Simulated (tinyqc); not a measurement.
What moves the results: dielectric confinement in a thin film (image charges). A value that a table varies takes the place of the one given here.

A film |z| < t/2 of dielectric constant eps between half-spaces of dielectric constant e2; lam = (eps - e2)/(eps + e2), q = e^2/(4 pi eps0). The self-energy of a band edge is taken with the high-frequency value, e2 = eh, and the field of a fixed ion with the static one, e2 = eo. A charge at z has images lam^|n| at n t + (-1)^n z. Its self-energy is S(z) = (q/2 eps) sum over n >= 1 of lam^n [1/(n t - 2z) + 1/(n t + 2z)] for odd n and 2 lam^n/(n t) for even n; at the centre S(0) = -(q/(eps t)) ln(1 - lam).

Donor at the centre, lam from the static eo, trial function cos(pi z/t) exp(-rho/l): E(l) = c/(m l^2) - (q/eps) times the integral over k of F(k t) (1 + (k l/2)^2)^(-3/2), with F(x) = F0 + 2 lam exp(-x) G/(1 - lam exp(-x)), F0 = 2[(1 - exp(-x/2))/x + x (1 + exp(-x/2))/(x^2 + 4 pi^2)], G = 2 sinh(x/2)[1/x - x/(x^2 + 4 pi^2)]; c = hbar^2/2m0. The binding energy is -E at the minimum, counted from the subband edge with its self-energy.

Constants: e^2/(4 pi eps0) = 14.39964547 eV angstrom; hbar^2/2m0 = 3.80998211 eV angstrom^2; Ry = 13.60569312 eV.

Inputs chosen for the exercise (near those of a Si (100) film, two-fold valleys, between layers of Al2O3; shifted at random, so the results belong to these values and not to a real crystal):

| symbol | value | unit | meaning |
|---|---|---|---|
| eps | 11.8 |  | dielectric constant of the film |
| eh | 3.1 |  | high-frequency dielectric constant outside |
| eo | 9 |  | static dielectric constant outside |
| m | 0.189 | m0 | mass in the plane |
| mz | 0.917 | m0 | mass across the film |
| ts | (12, 18, 26, 38, 55, 80, 120) | angstrom | thicknesses |
| t | 58 | angstrom | film thickness |

## Thinning the film

<S> is the mean over (2/t) cos^2(pi z/t); confinement c (pi/t)^2/mz; donor binding with and without images.

Results:

| t (angstrom) | <S> (meV) | confinement (meV) | binding, no images (meV) | binding (meV) | l (angstrom) |
|---|---|---|---|---|---|
| 12 | 102.3 | 284.8 | 55.9 | 73.6 | 19.8 |
| 18 | 68.2 | 126.6 | 50.9 | 64.6 | 21.8 |
| 26 | 47.2 | 60.7 | 46.0 | 56.5 | 24.1 |
| 38 | 32.3 | 28.4 | 40.7 | 48.5 | 26.9 |
| 55 | 22.3 | 13.6 | 35.4 | 41.1 | 30.2 |
| 80 | 15.3 | 6.4 | 30.2 | 34.4 | 34.3 |
| 120 | 10.2 | 2.8 | 25.0 | 27.8 | 39.7 |

How do the results move?

Between 120 and 12 angstrom the binding goes from 27.8 to 73.6 meV; quantum confinement alone would take it from 25.0 to 55.9, so the images supply +2.8 and +17.7 meV. |<S>| goes as 1/t and exceeds the confinement energy beyond 33 angstrom. For t well above a* = 33 angstrom the separable trial function underbinds, which affects the last rows.

## Choice of the surrounding dielectric

The same film between different dielectrics; in this table one value e2 serves for both eo and eh.

Results:

| case | lam | <S> (meV) | binding (meV) | l (angstrom) |
|---|---|---|---|---|
| e2 = 1 | 0.844 | 43.0 | 108.5 | 28.1 |
| e2 = 2.5 | 0.650 | 25.1 | 75.7 | 28.8 |
| e2 = 3.9 | 0.503 | 17.0 | 61.7 | 29.3 |
| e2 = 7.5 | 0.223 | 6.3 | 44.2 | 30.4 |
| e2 = 16 | -0.151 | -3.7 | 29.5 | 31.9 |
| e2 = 25 | -0.359 | -8.1 | 23.4 | 32.8 |
| e2 = 80 | -0.743 | -15.2 | 14.6 | 34.8 |

What can be read from the table?

The binding spans a factor 7.4, from 109 meV in vacuum to 14.6 meV for e2 = 80; going from 3.9 to 25 changes it by -38.3 meV and the band edge by -25.2 meV, so the binding responds 1.52 times as much as the edge (for an orbit much smaller than t the binding would change by twice the change of S(0), -42.3 meV; here l/t = 0.51 for e2 = 3.9).

## What each parameter does

<S> is the mean over (2/t) cos^2(pi z/t). Each row changes one parameter from the base and keeps the others.

Results:

| case | lam from eh | <S> (meV) | binding (meV) | l (angstrom) |
|---|---|---|---|---|
| base | 0.584 | 21.2 | 40.1 | 30.7 |
| t = 68 angstrom | 0.584 | 18.0 | 37.2 | 32.4 |
| eps = 10.6 | 0.547 | 21.4 | 44.7 | 28.8 |
| eo = 12.6 | 0.584 | 21.2 | 33.5 | 31.4 |
| eh = 4 | 0.494 | 16.6 | 40.1 | 30.7 |
| m = 0.227 m0 | 0.584 | 21.2 | 44.2 | 27.2 |

What does this show?

The largest shifts from the base row, up to three for each result and ties (the steps differ in size, so this ranks the rows, not the parameters). lam from eh: eh -0.090, eps -0.036; unchanged at the printed digits by t, eo and m. <S> (meV): eh -4.6, t -3.1, eps +0.2; unchanged at the printed digits by eo and m. binding (meV): eo -6.7, eps +4.6, m +4.0; unchanged at the printed digits by eh. l (angstrom): m -3.5, eps -1.9, t +1.7; unchanged at the printed digits by eh.

(tinyqc, `OMP_NUM_THREADS=1 python tinyqc.py 1251691 1251692 out.jsonl`, Intel(R) Xeon(R) Processor @ 2.30GHz, 1 thread, shared host, about 0.04 s.)
